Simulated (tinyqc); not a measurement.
Worked calculation: thermal stress, cracking, delamination and buckling of a thin film; Griffith cracks and misfitting inclusions. Computed by tinyqc, a small Python program that keeps every step. Command: `OMP_NUM_THREADS=1 python tinyqc.py 3011302 3011303 out.jsonl filmcrack walk`. One thread of a shared host (Intel(R) Xeon(R) Processor @ 2.30GHz), about 0.01 s of CPU time with the checks. Intermediate numbers are printed to about 7 digits and carried at full precision; extremes and crossings named in words are read from the listed rows.

Isotropic linear elasticity; the substrate is much thicker than the film; stress is positive in tension.

Inputs (values chosen for the exercise, modelled on an aluminium film on silicon):

| quantity | value | unit |
|---|---|---|
| film Young's modulus E | 66.6 | GPa |
| film Poisson ratio nu | 0.34 | - |
| film expansion alpha_f | 23.6 | 1e-6/K |
| substrate expansion alpha_s | 3 | 1e-6/K |
| deposition temperature T_d | 700 | K |
| final temperature T | 300 | K |
| intrinsic stress | 62 | MPa |
| film thickness h | 0.11 | micrometre |
| film toughness Gamma_f | 1.93 | J/m^2 |
| interface toughness Gamma_i | 3.7 | J/m^2 |
| substrate Young's modulus E_s | 139 | GPa |
| substrate Poisson ratio nu_s | 0.21 | - |
| flaw half length a | 4.9 | micrometre |
| substrate surface energy gamma_s | 1.9 | J/m^2 |
| inclusion radius R | 2.7 | micrometre |

Inclusion: sphere.

## Stress in the film

Thermal strain = (alpha_f - alpha_s)(T_d - T); stress = E/(1 - nu) x strain + intrinsic stress; plane-strain modulus Ebar = E/(1 - nu^2); G0 = stress^2 h/(2 Ebar) is the energy freed per area when a long strip loses its stress across its width.

thermal strain = 0.00824

film stress = 893.4909 MPa

Ebar = 75.30529 GPa

G0 = 0.5830657 J/m^2

The film ends in tension; the thermal part is 831 MPa. Caution: at a stress above 0.4 % of E a ductile film would yield, and the elastic value is then an upper bound; a brittle film in tension cracks instead.

## Elastic mismatch

Dundurs alpha = (Ebar - Ebar_s)/(Ebar + Ebar_s), with Ebar_s = E_s/(1 - nu_s^2). The channel-crack factor is taken as g = 1.258 (1 - alpha)^(-0.7), a rough interpolation chosen for the exercise (1.258 is the value for matched materials).

Dundurs alpha = -0.3176334

factor g = 1.037109

The stiffer substrate holds the crack faces and lowers the driving force.

## Channel cracks and edge delamination

Channel crack through the film: G = pi g G0, critical thickness where G = Gamma_f. Steady delamination from an edge: G = G0, critical thickness where G = Gamma_i.

driving force for channelling = 1.899729 J/m^2

critical thickness for channelling = 0.1117528 micrometre

critical thickness for delamination = 0.6980346 micrometre

As the film thickens, channel cracking comes first. At h the film is safe against both. Caution: plastic flow makes a ductile metal film far tougher than the brittle value used here.

## Griffith crack in the substrate

Through crack of length 2a in plane strain: K_Ic = sqrt(2 gamma_s E_s/(1 - nu_s^2)); fracture stress = K_Ic/sqrt(pi a). An edge crack of depth a has K larger by 1.1215.

toughness K_Ic = 0.7433494 MPa m^0.5

fracture stress, inner crack = 189.4611 MPa

fracture stress, edge crack = 168.9354 MPa

The inner crack lowers the strength to 1.4 % of the ideal E_s/10.

## A misfitting inclusion

Film material fills a sphere of radius R in the substrate, with the misfit e = thermal strain (it wants to shrink if e > 0). Radial stress at the wall s0 = e/[(1 - 2 nu)/E + (1 + nu_s)/(2 E_s)]; inside it is uniform and hydrostatic; outside s_rr = s0 (R/r)^3, s_tt = -s_rr/2. Keep-out radius: where |s_rr| falls to 10 MPa (R if it is lower at the wall).

radial stress at the wall s0 = 899.8263 MPa

mean stress inside = 899.8263 MPa

keep-out radius = 12.09901 micrometre

The stress does not depend on R; its reach scales with R. Hydrostatic tension inside drives voids to form.

## Film, cylinder and sphere at the same misfit

Thermal misfit e alone, mean stress = trace/3 and largest difference of principal stresses inside. Film: E e/(1 - nu) in two directions, 0 in the third. Cylinder: s0 = (1 + nu) e/[(1 + nu)(1 - 2 nu)/E + (1 + nu_s)/E_s] twice and s_zz = E e + 2 nu s0. Sphere: e/[(1 - 2 nu)/E + (1 + nu_s)/(2 E_s)] three times.

Stresses inside (MPa):

| shape | s1 | s2 | s3 | mean | largest difference |
|---|---|---|---|---|---|
| film | 831.4909 | 831.4909 | 0.000 | 554.3273 | 831.4909 |
| cylinder | 729.1325 | 729.1325 | 1044.594 | 834.2864 | 315.4616 |
| sphere | 899.8263 | 899.8263 | 899.826 | 899.8263 | 0.0000 |

The mean stress in size is 554 MPa in the film, 834 in the cylinder and 900 in the sphere, while the largest difference, twice the largest shear stress, goes from 831 through 315 to 0. In a ductile solid shear can relax by slip and hydrostatic stress cannot, so a confined metal builds up the triaxial stress that opens voids.

Checks made by the program: fracture stress against the maximum of 4 a gamma - pi a^2 s^2/Ebar (relative difference 9e-09).
